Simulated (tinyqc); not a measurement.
## Biaxially strained (001) channel, valley splitting in an inversion layer: effect of the inversion density

A thin layer grown on a relaxed buffer is stretched in the plane. The two valleys with their long axis along the growth direction (D2) sink against the four in-plane ones (D4); confinement in a triangular well splits them too. Only the lowest subband of each set is kept; one relaxation time, so the weakening of intervalley scattering is left out.

e_par = b1 x, e_perp = -2 (c12/c11) e_par, splitting D = Xu (e_par - e_perp), in-plane stress (c11 + c12 - 2 c12^2/c11) e_par. Levels E(m) = 2.33811 (hbar^2 q^2 F^2/(2 m))^(1/3): E2 = E(ml), E4 = E(mt) + D; N2 = 2 mt kB T/(pi hbar^2), N4 = 4 sqrt(mt ml) kB T/(pi hbar^2). EF solves Ns = N2 ln(1 + exp((EF - E2)/Vt)) + N4 ln(1 + exp((EF - E4)/Vt)); f2 is the share in D2, and 1/mc = f2/mt + (1 - f2)(1/mt + 1/ml)/2. The gain is mc(x = 0)/mc.

Parameters, values chosen for the exercise; values close to those of silicon on relaxed silicon-germanium: temperature T = 273 K; germanium share of the relaxed buffer x = 0.06; lattice mismatch per unit x b1 = 0.0418; elastic constant c11 = 167 GPa; elastic constant c12 = 63.9 GPa; shear deformation potential Xu = 8.85 eV; longitudinal mass ml = 0.939 m0; transverse mass mt = 0.186 m0; confining field F = 1 MV/cm.

Constants: q = 1.602176634e-19 C, kB = 1.380649e-23 J/K, hbar = 1.054571817e-34 J s, m0 = 9.1093837015e-31 kg, Vt = kB T/q, hbar^2/(2 m0) = 0.0380998212 eV nm^2. Results are converted to the units shown.

The same in every row: D (meV) = 39.182.

Effect of the inversion density:

| Ns (cm^-2) | f2 without strain | f2 | mc (m0) | gain |
|---|---|---|---|---|
| 2e11 | 0.97668 | 0.99550 | 0.18634 | 1.0076 |
| 3.9e11 | 0.97609 | 0.99538 | 0.18634 | 1.0078 |
| 7.5e11 | 0.97493 | 0.99515 | 0.18636 | 1.0082 |
| 1.4e12 | 0.97264 | 0.99468 | 0.18640 | 1.0089 |
| 2.8e12 | 0.96680 | 0.99346 | 0.18649 | 1.0108 |
| 5.4e12 | 0.95191 | 0.99015 | 0.18674 | 1.0156 |
| 1e13 | 0.90895 | 0.97840 | 0.18763 | 1.0289 |
| 2e13 | 0.76399 | 0.89807 | 0.19393 | 1.0594 |

As Ns goes from 2e11 to 2e13 cm^-2, f2 falls from 0.996 to 0.898 (without strain: it falls from 0.977 to 0.764) and the gain rises from 1.01 to 1.06. At Ns = 2e13 cm^-2 the second D2 subband, left out here, lies within 2 Vt of EF or below it.

Program tinyqc, `OMP_NUM_THREADS=1 python tinyqc.py 2530140 2530141 out.jsonl`; Intel Xeon 2.30GHz, shared host, one thread, about 0.01 s.
